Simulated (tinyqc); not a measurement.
Undoped symmetric double-gate MOSFET, analytic potential model: two steps of the calculation.

An undoped body of thickness ts between two equal insulators and tied gates; long channel, electrons only, n = ni exp((psi - V)/Vt) with V the quasi-Fermi potential (0 at the source, Vd at the drain), constant mobility, no quantisation. Across the body psi(x) = V - 2 Vt ln[(ts/(2 beta)) sqrt(q ni/(2 eps0 eps_r Vt)) cos(2 beta x/ts)], x from the centre. Q is the electron charge per area of the whole body.

Inputs (values chosen for the exercise); material values close to those of silicon:
- T = 325 K (temperature)
- eps_r = 11.7 (relative permittivity of the semiconductor)
- ts = 25 nm (body thickness)
- mu = 260 cm^2/(V s) (channel mobility)
- L = 0.5 um (gate length)
- Vg = 0.99 V (gate voltage)
- Vd = 0.3 V (drain voltage)

Constants: q = 1.602176634e-19 C, kB = 1.380649e-23 J/K, Vt = kB T/q, eps0 = 8.8541878128e-14 F/cm where lengths are in cm. Results are converted to the units shown.

Problem 1. beta at the source by Newton steps in z = ln(tan beta). With V = 0, t = exp(z), beta = arctan(t): f = ln(beta) + (1/2) ln(1 + t^2) + 2 r beta t - (Vg - V0)/(2 Vt); with c = t/(1 + t^2), df/dz = c/beta + t c + 2 r t (c + beta); z(new) = z - f/(df/dz).

z after iteration 1 = 4.3117277
r = 0.14720839
V0 = 0.42307172 V

Wanted: beta; f; df/dz; z after iteration 2.

Solution 1.

beta = 1.557
f = 28.82
df/dz = 35.49
z after iteration 2 = 3.500

Problem 2. Charges and drain current. beta (between 0 and pi/2) solves (Vg - V0 - V)/(2 Vt) = ln(beta) - ln(cos beta) + 2 r beta tan(beta). Q = 8 eps0 eps_r Vt beta tan(beta)/ts; I = mu (1/L)(4 eps0 eps_r/ts)(2 Vt)^2 [g(beta_s) - g(beta_d)] per width, g = beta tan(beta) - beta^2/2 + r beta^2 tan^2(beta), with beta_s at V = 0 and beta_d at V = Vd.

beta_s = 1.5071019
beta_d = 1.4112206
r = 0.14720839

Give: Qs; Qd; g(beta_s); g(beta_d); I.

Solution 2.

Qs = 2193.8 nC/cm^2
Qd = 814.07 nC/cm^2
g(beta_s) = 104.69
g(beta_d) = 19.091
I = 231.47 uA/um

The term r beta^2 tan^2(beta), which gives the square law, makes up 78.5 % of g at the source.

tinyqc, about 0.02 s, one thread, Intel Xeon 2.30GHz (shared host): `OMP_NUM_THREADS=1 python tinyqc.py 2440172 2440173 out.jsonl`
